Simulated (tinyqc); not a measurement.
Dispersion against the sound-wave line: Born-von Karman spring model of a cubic crystal with one atom per cell. Computed by tinyqc, a small Python program. Command: `OMP_NUM_THREADS=1 python tinyqc.py 3010696 3010697 out.jsonl springs walk`. One thread of a shared host (Intel(R) Xeon(R) Processor @ 2.30GHz), about 0.1 s of CPU time with the checks.

First neighbours lie at a/2 (1,1,1) (8 of them), second at a (1,0,0) (6), with all permutations and signs; the volume per atom is Omega = a^3/2. Two shells of springs match a real metal only roughly, above all at the zone boundary.

Inputs (values chosen for the exercise, modelled on tungsten):
```
quantity                value           unit
atomic mass M          183.84              u
radial spring k1L        5.38  eV/angstrom^2
transverse spring k1T   -0.19  eV/angstrom^2
radial spring k2L         3.1  eV/angstrom^2
transverse spring k2T  -0.024  eV/angstrom^2
```

Lattice: bcc.

Constants: nu for 1 eV/(angstrom^2 u) = 15.6333042 THz.

Method:
- A neighbour at R with unit vector n couples by the matrix K(R) = kL n n^T + kT (1 - n n^T), and D(q) = (1/M) sum_R K(R) [1 - cos(q.R)].
- An eigenvalue lambda of D in eV/(angstrom^2 u) gives nu = 15.6333042 THz x sqrt(lambda).
- The last column divides the top branch by the straight line with its slope at G. End points in 2 pi/a: H = (1, 0, 0), N = (0.5, 0.5, 0).

Frequencies (THz) along two lines:
```
line  fraction of the way    nu 1    nu 2    nu 3  nu 3 / linear
G-H                  0.10  0.9249  0.9249  1.5626        0.98794
G-H                  0.25  2.2645  2.2645  3.6653        0.92693
G-H                  0.40  3.4832  3.4832  5.2114        0.82371
G-H                  0.55  4.5138  4.5138  6.0481        0.69525
G-H                  0.70  5.2973  5.2973  6.2397        0.56357
G-H                  0.85  5.7873  5.7873  6.0759        0.45193
G-H                  1.00  5.9541  5.9541  5.9541        0.37644
G-N                  0.10  0.5923  0.6539  1.1477        0.99589
G-N                  0.25  1.4490  1.5995  2.8077        0.97450
G-N                  0.40  2.2256  2.4568  4.3125        0.93549
G-N                  0.55  2.8792  3.1783  5.5790        0.88016
G-N                  0.70  3.3737  3.7242  6.5372        0.81033
G-N                  0.85  3.6817  4.0643  7.1341        0.72827
G-N                  1.00  3.7863  4.1798  7.3368        0.63662
```

Along G-H the top branch ends at 38 % of its linear extrapolation. Along G-N the top branch ends at 64 % of its linear extrapolation, which is the 2/pi of a pure sine: planes normal to this line couple to their next planes alone. A Debye model keeps the straight line throughout.
